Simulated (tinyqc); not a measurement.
Inside a calculation. Method: Hueckel theory of the pi electrons, for the molecule C=Cc1ccccc1 (SMILES; centres numbered as the heavy atoms are written). One step of it, computed by the program tinyqc.

Task: Energy, charges, bond orders. E = sum n x; q_r = z_r - P_rr; bond order p = P_rs; free valence = sqrt(3) - sum of p over the bonds of the atom.

x values: [2.135779, 1.414214, 1.000000, 0.662153, -0.662153, -1.000000, -1.414214, -2.135779]

occupations: [2.000000, 2.000000, 2.000000, 2.000000, 0.000000, 0.000000, 0.000000, 0.000000]

charge and bond-order matrix P, order 1C, 2C, 3C, 4C, 5C, 6C, 7C, 8C:
$$\begin{pmatrix}
1.000000 & 0.911344 & 0.000000 & -0.252725 & 0.000000 & 0.204237 & 0.000000 & -0.252725 \\
0.911344 & 1.000000 & 0.405894 & 0.000000 & -0.048488 & 0.000000 & -0.048488 & 0.000000 \\
0.000000 & 0.405894 & 1.000000 & 0.610131 & 0.000000 & -0.301212 & 0.000000 & 0.610131 \\
-0.252725 & 0.000000 & 0.610131 & 1.000000 & 0.678703 & 0.000000 & -0.321297 & 0.000000 \\
0.000000 & -0.048488 & 0.000000 & 0.678703 & 1.000000 & 0.658619 & 0.000000 & -0.321297 \\
0.204237 & 0.000000 & -0.301212 & 0.000000 & 0.658619 & 1.000000 & 0.658619 & 0.000000 \\
0.000000 & -0.048488 & 0.000000 & -0.321297 & 0.000000 & 0.658619 & 1.000000 & 0.678703 \\
-0.252725 & 0.000000 & 0.610131 & 0.000000 & -0.321297 & 0.000000 & 0.678703 & 1.000000
\end{pmatrix}$$

Centres:
```
centre  z_r, pi electrons of the neutral centre         h
1C                                            1  0.000000
2C                                            1  0.000000
3C                                            1  0.000000
4C                                            1  0.000000
5C                                            1  0.000000
6C                                            1  0.000000
7C                                            1  0.000000
8C                                            1  0.000000
```

Bonds:
```
i  j  k
1  2  1
2  3  1
3  4  1
4  5  1
5  6  1
6  7  1
7  8  1
8  3  1
```

Give: pi energy = 8 alpha + this times beta; pi charges; Bond orders and lengths from R = 1.517 - 0.180 p; free valence of the carbons; gap between the highest filled and the next level.

Result:

pi energy = 8 alpha + this times beta = 10.4243

pi charges: 1C 0.0000, 2C 0.0000, 3C 0.0000, 4C 0.0000, 5C 0.0000, 6C 0.0000, 7C 0.0000, 8C 0.0000

Bond orders and lengths from R = 1.517 - 0.180 p (angstrom, C-C alone):
```
bond       p       R
1-2   0.9113  1.3530
2-3   0.4059  1.4439
3-4   0.6101  1.4072
4-5   0.6787  1.3948
5-6   0.6586  1.3984
6-7   0.6586  1.3984
7-8   0.6787  1.3948
8-3   0.6101  1.4072
```

free valence of the carbons: 1C 0.8207, 2C 0.4148, 3C 0.1059, 4C 0.4432, 5C 0.3947, 6C 0.4148, 7C 0.3947, 8C 0.4432

gap between the highest filled and the next level = 1.3243 |beta|
